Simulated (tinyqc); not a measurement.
UKS/PBE0 in the sto-3g basis, for H4+, spin multiplicity 2, step by step. One step of it, computed by the program tinyqc.

Task: Iteration 2: diagonalisation and new density. Diagonalise F' = X^T F X, C = X C', fill 2 alpha and 1 beta electrons from the bottom; D(s) = C_occ C_occ^T; the new density keeps 0.2 of the old one (damping). Each column has its largest component positive (the first on a tie).

F(alpha) (hartree):
```
           1H 1s      2H 1s      3H 1s      4H 1s
1H 1s  -0.526434  -0.260828  -0.127236  -0.060325
2H 1s  -0.260828  -0.526434  -0.060325  -0.127236
3H 1s  -0.127236  -0.060325  -0.526434  -0.260828
4H 1s  -0.060325  -0.127236  -0.260828  -0.526434
```

F(beta) (hartree):
```
           1H 1s      2H 1s      3H 1s      4H 1s
1H 1s  -0.433479  -0.230559  -0.131123  -0.071046
2H 1s  -0.230559  -0.433479  -0.071046  -0.131123
3H 1s  -0.131123  -0.071046  -0.433479  -0.230559
4H 1s  -0.071046  -0.131123  -0.230559  -0.433479
```

X:
```
           1H 1s      2H 1s      3H 1s      4H 1s
1H 1s   1.031094  -0.129528  -0.064699  -0.003045
2H 1s  -0.129528   1.031094  -0.003045  -0.064699
3H 1s  -0.064699  -0.003045   1.031094  -0.129528
4H 1s  -0.003045  -0.064699  -0.129528   1.031094
```

D(alpha) after iteration 1:
```
           1H 1s      2H 1s      3H 1s      4H 1s
1H 1s   0.462049   0.191880  -0.063172  -0.034549
2H 1s   0.191880   0.462049  -0.034549  -0.063172
3H 1s  -0.063172  -0.034549   0.462049   0.191880
4H 1s  -0.034549  -0.063172   0.191880   0.462049
```

D(beta) after iteration 1:
```
          1H 1s     2H 1s     3H 1s     4H 1s
1H 1s  0.213750  0.064354  0.064354  0.213750
2H 1s  0.064354  0.213750  0.213750  0.064354
3H 1s  0.064354  0.213750  0.213750  0.064354
4H 1s  0.213750  0.064354  0.064354  0.213750
```

overlap S:
```
          1H 1s     2H 1s     3H 1s     4H 1s
1H 1s  1.000000  0.251319  0.133155  0.053838
2H 1s  0.251319  1.000000  0.053838  0.133155
3H 1s  0.133155  0.053838  1.000000  0.251319
4H 1s  0.053838  0.133155  0.251319  1.000000
```

Give: F' = X^T F X; orbital energies; coefficients C; F' = X^T F X; orbital energies; coefficients C; D(alpha) after iteration 2; D(beta) after iteration 2.

Result:

F' = X^T F X (alpha) (hartree):
```
         1        2        3        4
1  -0.4849  -0.1357  -0.0548  -0.0024
2  -0.1357  -0.4849  -0.0024  -0.0548
3  -0.0548  -0.0024  -0.4849  -0.1357
4  -0.0024  -0.0548  -0.1357  -0.4849
```

orbital energies (alpha) (hartree): MO1 -0.6778, MO2 -0.5635, MO3 -0.4016, MO4 -0.2968

coefficients C (alpha):
```
          MO1      MO2      MO3      MO4
1H 1s  0.4169   0.4847   0.5495   0.6111
2H 1s  0.4169   0.4847  -0.5495  -0.6111
3H 1s  0.4169  -0.4847   0.5495  -0.6111
4H 1s  0.4169  -0.4847  -0.5495   0.6111
```

F' = X^T F X (beta) (hartree):
```
         1        2        3        4
1  -0.3918  -0.1263  -0.0681  -0.0160
2  -0.1263  -0.3918  -0.0160  -0.0681
3  -0.0681  -0.0160  -0.3918  -0.1263
4  -0.0160  -0.0681  -0.1263  -0.3918
```

orbital energies (beta) (hartree): MO1 -0.6022, MO2 -0.4340, MO3 -0.3176, MO4 -0.2134

coefficients C (beta):
```
          MO1      MO2      MO3      MO4
1H 1s  0.4169   0.4847   0.5495   0.6111
2H 1s  0.4169   0.4847  -0.5495  -0.6111
3H 1s  0.4169  -0.4847   0.5495  -0.6111
4H 1s  0.4169  -0.4847  -0.5495   0.6111
```

D(alpha) after iteration 2:
```
         1H 1s    2H 1s    3H 1s    4H 1s
1H 1s   0.4194   0.3653  -0.0615  -0.0558
2H 1s   0.3653   0.4194  -0.0558  -0.0615
3H 1s  -0.0615  -0.0558   0.4194   0.3653
4H 1s  -0.0558  -0.0615   0.3653   0.4194
```

D(beta) after iteration 2:
```
        1H 1s   2H 1s   3H 1s   4H 1s
1H 1s  0.1818  0.1519  0.1519  0.1818
2H 1s  0.1519  0.1818  0.1818  0.1519
3H 1s  0.1519  0.1818  0.1818  0.1519
4H 1s  0.1818  0.1519  0.1519  0.1818
```
